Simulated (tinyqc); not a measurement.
SiGe-base heterojunction bipolar transistor, Gummel numbers and transit times: one step of the calculation.

One-dimensional n-p-n transistor in the forward active mode at low injection. In the base p(x) = NB exp(-eta x/wb) and ni(x)^2 = ni^2 exp((g0 + g1 x/wb)/Vt); electrons leave the base at vsat; band spikes at the emitter junction and recombination inside the emitter are ignored.

Problem. Base Gummel number and transit time. f(x) = p(x) ni^2/ni(x)^2; I(x) = integral from x to wb of f/Dn, plus f(wb)/vsat; base Gummel number GB = I(0); electron density per unit flux n/(J/q) = I/f; base transit time tauB = integral of I/f over the base. Trapezoid rule on 10 equal steps.

Values chosen for this exercise; band and dielectric values close to those of silicon: temperature T = 250 K; saturation velocity vsat = 9.91e6 cm/s; neutral base width wb = 35 nm; base doping at the emitter edge NB = 3.5e18 cm^-3; doping falls as exp(-eta x/wb) eta = 0; gap reduction at the emitter edge of the base g0 = 0.098 eV; further gap reduction across the base (linear) g1 = 0.021 eV; electron diffusion coefficient in the base Dn = 5.7 cm^2/s.

Constants: q = 1.602176634e-19 C, kB = 1.380649e-23 J/K, Vt = kB T/q. Results are converted to the units shown.

Find: x; f; I; I/f; GB; tauB.

Solution.

```
point	x (nm)	f (cm^-3)	I (s/cm^4)	I/f (s/cm)
0	0.000	3.7023e16	1.5944e10	4.3065e-7
1	3.500	3.3585e16	1.3776e10	4.1019e-7
2	7.000	3.0465e16	1.1810e10	3.8765e-7
3	10.500	2.7636e16	1.0026e10	3.6279e-7
4	14.000	2.5069e16	8.4078e9	3.3539e-7
5	17.500	2.2741e16	6.9400e9	3.0518e-7
6	21.000	2.0629e16	5.6085e9	2.7188e-7
7	24.500	1.8713e16	4.4006e9	2.3517e-7
8	28.000	1.6975e16	3.3050e9	1.9470e-7
9	31.500	1.5398e16	2.3111e9	1.5009e-7
10	35.000	1.3968e16	1.4095e9	1.0091e-7
```

GB = 1.5944e10 s/cm^4
tauB = 1.0216 ps

Range of the model: Heavy doping makes emitter or base degenerate; gE and g0 are to be read as apparent gap changes that include this.

Numbers from tinyqc (`OMP_NUM_THREADS=1 python tinyqc.py 2320151 2320152 out.jsonl`; about 0.01 s on one thread of a shared Intel Xeon 2.30GHz).
